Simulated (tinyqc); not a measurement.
Inside a calculation. Model: thermionic-field emission through a Schottky barrier, WKB.

tinyqc, about 0.02 s, one thread, Intel Xeon 2.30GHz (shared host): `OMP_NUM_THREADS=1 python tinyqc.py 2640055 2640056 out.jsonl` Printed values are rounded.

Metal on an n-type semiconductor with one parabolic valley; V > 0 is forward bias (metal positive). Energies E are counted from the conduction edge of the neutral semiconductor, whose Fermi level lies at -xi; that of the metal lies at -xi - V. The barrier is a parabola of height Vd = phi - xi - V (depletion approximation, no image force).

Inputs (values chosen for the exercise); band and dielectric values those of a made-up semiconductor: temperature T = 350 K; electron mass me = 0.117 m0; relative permittivity eps_r = 10.2; barrier height seen from the metal phi = 0.53 eV; donor density Nd = 3e19 cm^-3; bias V = 0.17 V; points of the energy grid nE = 11; upper end of the energy grid Eb = 0.75 eV.

Constants: q = 1.602176634e-19 C, kB = 1.380649e-23 J/K, hbar = 1.054571817e-34 J s, h = 6.62607015e-34 J s, m0 = 9.1093837015e-31 kg, Vt = kB T/q, eps0 = 8.8541878128e-14 F/cm where lengths are in cm. Results are converted to the units shown.

Range of the model: The depletion approximation, a parabolic band and the neglect of image-force lowering make these currents estimates at high doping.

## Fermi level, barrier and E00

Nc = 2 (2 pi me m0 kB T/h^2)^1.5 (times 1e-6 for cm^-3); Nd = Nc F12(-xi/Vt), F12(x) = (2/sqrt(pi)) int_0^infinity sqrt(u)/(1 + exp(u - x)) du; E00 = (hbar/2) sqrt(Nd/(me m0 eps0 eps_r)) in SI units (volts). W = sqrt(2 eps0 eps_r Vd/(q Nd)).

Nc = 1.26553e18 cm^-3
xi = -0.298380 eV
Vd = 0.658380 V
W = 4.97407 nm
E00 = 93.0883 meV
E00/Vt = 3.08641

By a common rule of thumb, E00/Vt below 0.5 marks thermionic emission, 0.5 to 5 thermionic-field emission and above 5 field emission. By that rule alone: thermionic-field emission; with a high barrier, tunnelling near its top can carry most of the current even below 0.5.

## Current density on a coarse grid

For E < Vd, ln T(E) = -(Vd/E00) [sqrt(1 - y) - y ln((1 + sqrt(1 - y))/sqrt(y))], y = E/Vd; T(E) = 1 above. J = A* T (q/kB) int_0^infinity T(E) N(E) dE, N = ln[(1 + exp((-xi - E)/Vt))/(1 + exp((-xi - V - E)/Vt))], A* = 4 pi q me m0 kB^2/h^3 (times 1e-4 for A/(cm^2 K^2)). Simpson's rule on nE equally spaced points from 0 to Eb.

```
point    E (eV)        T(E)           N      T(E) N
0      0.000000  8.47993e-4     5.62246  0.00476780
1      0.075000  0.00525773     5.47978   0.0288112
2      0.150000   0.0181862     4.52929   0.0823707
3      0.225000   0.0495502     2.47728    0.122750
4      0.300000    0.114103    0.663272   0.0756814
5      0.375000    0.228946   0.0756000   0.0173083
6      0.450000    0.405951  0.00651307  0.00264399
7      0.525000    0.638221  5.43425e-4  3.46826e-4
8      0.600000    0.880914  4.52164e-5  3.98318e-5
9      0.675000           1  3.76143e-6  3.76143e-6
10     0.750000           1  3.12897e-7  3.12897e-7
```

J = 1.43213e6 A/cm^2

The integrand peaks at E = 0.225 eV among these points, 0.34 of the barrier height. A converged quadrature gives 1.428e6 A/cm^2 (this grid is 0.26 % above that), of which 7.9e-4 % passes over the barrier.
